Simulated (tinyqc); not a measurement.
## Bulk resistivity and mean free path from two films

Question. In the thick-film limit single-crystal films obey rho = rho0 (1 + 3 (1 - ps) lam/(8 d)). Find rho0, lam and the product rho0 lam.

Values chosen for this exercise:
```
symbol,value,unit,meaning
ps,0,,specular share of surface scattering
```

rho at d = 62 and 310 nm (uohm cm): 2.0927379  1.7705476

Solution. rho is a straight line in 1/d: the intercept is rho0 and the slope (3/8)(1 - ps) rho0 lam. Without ps only the product (1 - ps) lam could be found.

rho0 = 1.69 uohm cm
lam = 39.4 nm
rho0 lam = 66.6 uohm cm nm

Numbers from tinyqc (`OMP_NUM_THREADS=1 python tinyqc.py 2100060 2100061 out.jsonl`; about 0.01 s on one thread of a shared Intel Xeon 2.30GHz).
